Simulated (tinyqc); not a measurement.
Mesh size and shift: special k points of the hexagonal lattice.

Lattice vectors in units of a: a1 = (1, 0), a2 = (-1/2, sqrt(3)/2); reciprocal vectors b_i with a_i . b_j = 2 pi delta_ij. Mesh: k = sum_i f_i b_i with f_i = (2 j_i + shift)/(2 N), j_i = 0 .. N-1. The point group of the lattice has 12 operations; only those that map the mesh onto itself are used.

A_m(k) = sum over the m-th star of lattice vectors R of cos(k . R), stars in order of length: m = 1: |R|^2 = 1, 6 vectors, such as (1, 1) in the basis a_i; m = 2: |R|^2 = 3, 6 vectors, such as (2, 1) in the basis a_i; m = 3: |R|^2 = 4, 6 vectors, such as (2, 2) in the basis a_i; m = 4: |R|^2 = 7, 12 vectors, such as (3, 2) in the basis a_i; m = 5: |R|^2 = 9, 6 vectors, such as (3, 3) in the basis a_i; m = 6: |R|^2 = 12, 6 vectors, such as (4, 2) in the basis a_i. The zone mean of every A_m is zero.

Test function, the lower band of a two-band insulator: E(k) = -sqrt(D^2 + (e0 - t A_1(k))^2).

Inputs chosen for the exercise:
```
symbol  value  unit  meaning
D       1.15   eV    half gap term
t       0.61   eV    coupling
e0      1.6    eV    offset
```

Errors of the mean of E against the unshifted mesh with N = 96. The fifth column is |R|^2 of the shortest star with a non-zero mean.

Meshes:
```
mesh        points  irreducible  operations  |R|^2 missed  error (meV)
2 Gamma          4            2          12          4.00     -524.718
2 shifted        4            2           4          4.00      220.887
3 Gamma          9            3          12          9.00      -30.465
3 shifted        9            4           4          9.00        3.595
4 Gamma         16            4          12         16.00       34.486
4 shifted       16            6           4         16.00      -10.294
5 Gamma         25            5          12         25.00        1.085
5 shifted       25            9           4         25.00       -0.620
6 Gamma         36            7          12         36.00       -4.920
6 shifted       36           12           4         36.00        1.698
8 Gamma         64           10          12           >36        0.901
8 shifted       64           20           4           >36       -0.297
10 Gamma       100           14          12           >36       -0.194
10 shifted     100           30           4           >36        0.065
```

reference mean = -2.34920 eV

How do the results move, and what explains it?

The shifted mesh has the smaller error for 7 of 7 values of N and the larger for 0. The cheapest mesh within 1 meV is 5 shifted, with 9 irreducible points, but a larger mesh of the same type misses again, so this is a chance hit. A mesh misses the lattice vectors N (n1 a1 + n2 a2 + ...); the half shift gives each the sign (-1)^(n1 + n2 + ...), so the 6 shortest ones add up to -2 in place of 6. The shift lowers the symmetry; it leaves more irreducible points for N = 3, 4, 5, 6, 8 and 10.

tinyqc: `OMP_NUM_THREADS=1 python tinyqc.py 1652175 1652176 out.jsonl`; about 0.08 s, one thread, shared Intel(R) Xeon(R) Processor @ 2.30GHz.
